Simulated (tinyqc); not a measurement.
MOS structure on a p-type body, non-linear Poisson equation by Newton steps: charge and capacitance against gate voltage.

One dimension, insulator interface at x = 0, acceptor density Na, uniform, net doping C = -(acceptor density). psi is counted from the intrinsic level: n = ni exp((psi - Vb)/Vt), p = ni exp(-psi/Vt); deep in the body psi_b = -Vt ln(Na/ni). The gate acts through Cox = eps0 eox/tox and has the potential psi_G = Vg - (phiM - chi - Vt ln(Nc/ni)). Boltzmann statistics, full ionisation, classical densities, no oxide or interface charge.

ni = sqrt(Nc Nv) exp(-Eg/(2 Vt)), Eg in volts. The Poisson equation d/dx(eps0 eps_r dpsi/dx) = -q (p - n + C), with eps0 eps_r dpsi/dx = -Cox (psi_G - psi_0) at x = 0, is solved on a mesh of about 600 nodes or more. N_inv is the integral of n less its value deep in the body. C_LF = Cox (1 - dpsi_0/dVg) with all carriers following; C_HF is the same with the electron quasi-Fermi level shifting uniformly so that N_inv stays fixed. The centroid is that of the same excess.

Inputs (values chosen for the exercise); band and dielectric values close to those of silicon:
- T = 300 K (temperature)
- Eg = 1.14 eV (band gap)
- eps_r = 11.8 (relative permittivity)
- Nc = 2.83e19 cm^-3 (conduction-band density of states at T)
- Nv = 2.63e19 cm^-3 (valence-band density of states at T)
- chi = 4 eV (electron affinity)
- Na = 9.6e16 cm^-3 (acceptor density deep in the body)
- eox = 3.9 (relative permittivity of the gate insulator (close to silicon dioxide))
- tox = 5.4 nm (insulator thickness)
- phiM = 4.02 eV (gate work function)
- Vb = 0 V (electron quasi-Fermi potential against the body)

Constants: q = 1.602176634e-19 C, kB = 1.380649e-23 J/K, Vt = kB T/q, eps0 = 8.8541878128e-14 F/cm where lengths are in cm. Results are converted to the units shown.

Charge and capacitance against gate voltage:
```
Vg (V),psi_0 - psi_b (V),N_inv (cm^-2),C_LF/Cox,C_HF/Cox,centroid (nm)
-0.31,0.477,1.29e4,0.173,0.173,2.40
-0.18,0.585,7.66e5,0.158,0.158,2.12
-0.04,0.704,6.86e7,0.146,0.145,1.91
0.09,0.815,4.59e9,0.167,0.136,1.75
0.23,0.907,1.42e11,0.585,0.130,1.60
0.37,0.945,5.29e11,0.812,0.129,1.45
0.5,0.965,9.63e11,0.877,0.129,1.33
0.64,0.979,1.46e12,0.910,0.128,1.22
0.77,0.990,1.93e12,0.927,0.128,1.14
0.91,0.999,2.45e12,0.939,0.128,1.06
```

N_inv goes from 12900 to 2.45e12 cm^-2 and passes 2e11 cm^-2 at Vg = 0.255 V. Below threshold it takes 71.2 mV a decade between Vg = -0.04 and 0.09 V, against Vt ln 10 = 59.5 mV. C_LF/Cox is lowest, 0.146, at Vg = -0.04 V among the rows listed and ends at 0.939, while C_HF/Cox ends at 0.128. Between the last two rows q dN_inv/dVg is 0.930 Cox. Where the classical centroid is under about 2 nm, confinement would move the charge away from the interface and raise the threshold. Above about 2e12 cm^-2 degeneracy matters too.

Computed by the program tinyqc: `OMP_NUM_THREADS=1 python tinyqc.py 2080147 2080148 out.jsonl`, one thread of a shared Intel Xeon 2.30GHz, about 0.4 s for the whole run.
